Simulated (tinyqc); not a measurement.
Correlation length: interface roughness in a thin film (subband fluctuation and scattering).

Square well of width t, barriers V0, c = hbar^2/2m0: E1 solves k t + 2 atan[(k/mz)/(kappa/mb)] = pi, k = sqrt(mz E/c), kappa = sqrt(mb (V0 - E)/c). One interface is rough, so the subband edge fluctuates by G dt with G = |dE1/dt| (central difference of 0.01 angstrom; 2 E1/t for hard walls).

Gaussian roughness spectrum S(q) = pi D^2 Lc^2 exp(-q^2 Lc^2/4). Degenerate gas, taken to fill one subband (the second starts to fill once c kF^2/md exceeds E2 - E1, which is not tested here): kF = sqrt(2 pi Ns/gv), q = 2 kF sin(theta/2), 1/tau = (md/(2 pi c hbar)) G^2 times the integral from 0 to pi of S(q)(1 - cos theta)/eps(q)^2 dtheta, eps(q) = 1 + qs/q with screening (qs = gv md q0/(c eps), q0 = e^2/(4 pi eps0), form factors left out, which overstates the screening; other scattering is left out too, so these values lie far above measured mobilities in all but the thinnest films) or 1 without; mobility = tau c2/md with c2 = e/m0 = 1.75882e15 cm^2/(V s^2); 1e12/cm^2 = 1e-4/angstrom^2.

Constants: hbar^2/2m0 = 3.80998211 eV angstrom^2; hbar = 6.58211957e-16 eV s; e^2/(4 pi eps0) = 14.39964547 eV angstrom.

Inputs chosen for the exercise (near those of a thin Ge channel on (111), one valley; not measured data): t = 24 angstrom (film thickness); mz = 1.577 m0 (confinement mass); V0 = 2.33 eV (barrier); mb = 0.31 m0 (barrier mass); md = 0.083 m0 (mass in the plane); gv = 1 (valleys); D = 1.2 angstrom (rms height of the roughness); Ns = 0.85 x 1e12/cm^2 (sheet density); eps = 12.2 (mean dielectric constant at the channel); Ll = (5, 10, 16, 25, 40, 65, 100) angstrom (correlation lengths).

Fixed D; bare and screened mobility.

Results:

| Lc (angstrom) | kF Lc | bare mobility (cm^2/(V s)) | screened mobility (cm^2/(V s)) |
|---|---|---|---|
| 5 | 0.12 | 1.20e+06 | 3.34e+06 |
| 10 | 0.23 | 3.10e+05 | 8.63e+05 |
| 16 | 0.37 | 1.29e+05 | 3.60e+05 |
| 40 | 0.92 | 3.45e+04 | 1.00e+05 |
| 65 | 1.50 | 3.17e+04 | 1.02e+05 |
| 100 | 2.31 | 5.26e+04 | 2.30e+05 |

Give the missing row, Lc (angstrom) = 25.

Computed row:
```
Lc (angstrom)  kF Lc  bare mobility (cm^2/(V s))  screened mobility (cm^2/(V s))
25              0.58                    6.09e+04                        1.72e+05
```

The bare mobility is lowest at Lc = 65 angstrom of those listed (kF Lc = 1.50). The screened mobility is lowest at Lc = 40 angstrom of those listed (kF Lc = 0.92). Short roughness averages out (mobility as 1/Lc^2; the first two rows give exponent -1.96), and long roughness deflects only by small angles (bare mobility rising as Lc; the last two rows give 1.17).

Run: tinyqc, `OMP_NUM_THREADS=1 python tinyqc.py 1280864 1280865 out.jsonl`; Intel(R) Xeon(R) Processor @ 2.30GHz, one thread, shared host; about 0.01 s of CPU time with all checks.
